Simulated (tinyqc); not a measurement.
Sp3 tight binding, zinc-blende lattice, step by step. One step of it, computed by the program tinyqc.

Problem. Levels at k. Diagonalise the Hermitian matrix.

H(k) at k (eV):
```
,a s,a px,a py,a pz,c s,c px,c py,c pz
a s,-14.130000,0.000000,0.000000,0.000000,-2.812897-2.167972i,-0.621618-5.648620i,6.407101+0.548030i,1.450319+2.421042i
a px,0.000000,-5.510000,0.000000,0.000000,0.621618+5.648620i,1.084975+0.836218i,1.843063+3.076655i,8.142133+0.696435i
a py,0.000000,0.000000,-5.510000,0.000000,-6.407101-0.548030i,1.843063+3.076655i,1.084975+0.836218i,-0.789951-7.178255i
a pz,0.000000,0.000000,0.000000,-5.510000,-1.450319-2.421042i,8.142133+0.696435i,-0.789951-7.178255i,1.084975+0.836218i
c s,-2.812897+2.167972i,0.621618-5.648620i,-6.407101+0.548030i,-1.450319+2.421042i,-14.130000,0.000000,0.000000,0.000000
c px,-0.621618+5.648620i,1.084975-0.836218i,1.843063-3.076655i,8.142133-0.696435i,0.000000,-5.510000,0.000000,0.000000
c py,6.407101-0.548030i,1.843063-3.076655i,1.084975-0.836218i,-0.789951+7.178255i,0.000000,0.000000,-5.510000,0.000000
c pz,1.450319-2.421042i,8.142133-0.696435i,-0.789951+7.178255i,1.084975-0.836218i,0.000000,0.000000,0.000000,-5.510000
```

Give: eigenvalues; weights |c|^2 of the basis functions.

Solution.

eigenvalues (eV): -21.773  -19.720  -16.845  -15.764  -0.959  1.971  4.812  6.958

weights |c|^2 of the basis functions:
```
,band 1,band 2,band 3,band 4,band 5,band 6,band 7,band 8
a s,0.412,0.195,0.075,0.003,0.230,0.077,0.001,0.007
a px,0.042,0.093,0.118,0.173,0.099,0.192,0.127,0.155
a py,0.032,0.117,0.204,0.043,0.165,0.229,0.070,0.140
a pz,0.014,0.095,0.103,0.281,0.006,0.002,0.302,0.198
c s,0.412,0.195,0.075,0.003,0.230,0.077,0.001,0.007
c px,0.042,0.093,0.118,0.173,0.099,0.192,0.127,0.155
c py,0.032,0.117,0.204,0.043,0.165,0.229,0.070,0.140
c pz,0.014,0.095,0.103,0.281,0.006,0.002,0.302,0.198
```
